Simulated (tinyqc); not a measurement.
Strained alloy layer of InAs and AlAs on (001) InP, model-solid band line-up: one step of the calculation.

The layer is x parts of the first compound and 1 - x of the second, grown coherently on the third as substrate and barrier. Rows of the table: lattice constant a, average valence level Ea on an absolute scale, spin-orbit splitting so, gaps at Gamma, X and L, hydrostatic deformation potentials av and ac (Gamma), shear potential b, elastic constants, electron and heavy-hole (along z) masses. All are interpolated linearly in x; gaps get -C x (1 - x), taken wholly in the conduction band; real line-ups can differ from this model by 0.1 eV or more.

Problem. Critical thickness. In-plane strain e = (a_substrate - a)/a. Matthews-Blakeslee for 60-degree dislocations in a single layer: hc = k (ln(hc/bv) + 1), k = bv (1 - nu/4)/(4 pi |e| (1 + nu)), nu = c12/(c11 + c12), bv = a/sqrt(2); the larger root.

Values chosen for this exercise:

| symbol | value | unit | meaning |
|---|---|---|---|
| x | 0.51 |  | fraction of the first compound in the layer |
| CG | 0.7 | eV | bowing of the Gamma gap |
| CX | 0 | eV | bowing of the X gap |
| CL | 0 | eV | bowing of the L gap |
| Lw | 5.1 | nm | layer thickness |

Binary compounds, values chosen for the exercise:
```
              close to InAs  close to AlAs  close to InP
a (angstrom)          6.058          5.661         5.869
Ea (eV)               -6.67          -7.49         -7.04
so (eV)               0.374          0.281         0.111
EG (eV)               0.352           2.96          1.36
EX (eV)                1.36           2.14          2.17
EL (eV)                1.07           2.32          1.91
av (eV)               0.986           2.47          1.26
ac (eV)               -5.08          -5.61         -4.98
b (eV)                 -1.8           -1.5         -1.69
c11 (GPa)                83            123           102
c12 (GPa)              44.6           54.1          55.9
me (m0)              0.0228          0.152        0.0791
mh (m0)               0.327          0.472         0.523
```

Find: nu; bv; hc.

Solution.

nu = 0.32436
bv = 0.41461 nm
hc = 170.36 nm

The layer, Lw = 5.1 nm, is thinner than hc, so it stays coherent by this criterion.

Computed by the program tinyqc: `OMP_NUM_THREADS=1 python tinyqc.py 2690048 2690049 out.jsonl`, one thread of a shared Intel Xeon 2.30GHz, about 0.01 s for the whole run.
